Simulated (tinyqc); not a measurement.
Lattice vibrations of a chain, step by step. One step of it, computed by the program tinyqc.

Question. Frequencies. omega^2 are the eigenvalues; wavenumber = 521.4708 sqrt(eigenvalue) 1/cm.

D(q) (eV/(angstrom^2 u)), lower triangle (Hermitian):
```
                    1          2          3         4
1            0.605351
2           -0.046678   0.248436
3            0.000000  -0.428941   1.166667
4  0.398755-0.050374i   0.000000  -0.273467  0.529532
```

Give: eigenvalues; wavenumbers; weights |e|^2 of the mass-weighted modes.

Answer.

eigenvalues: 0.0426  0.1557  0.9273  1.4243

wavenumbers (1/cm): 107.7  205.8  502.2  622.4

weights |e|^2 of the mass-weighted modes:
```
        mode 1  mode 2  mode 3  mode 4
atom 1  0.0554  0.3674  0.5559  0.0213
atom 2  0.6099  0.2441  0.0473  0.0987
atom 3  0.1597  0.0019  0.0696  0.7688
atom 4  0.1750  0.3865  0.3272  0.1112
```
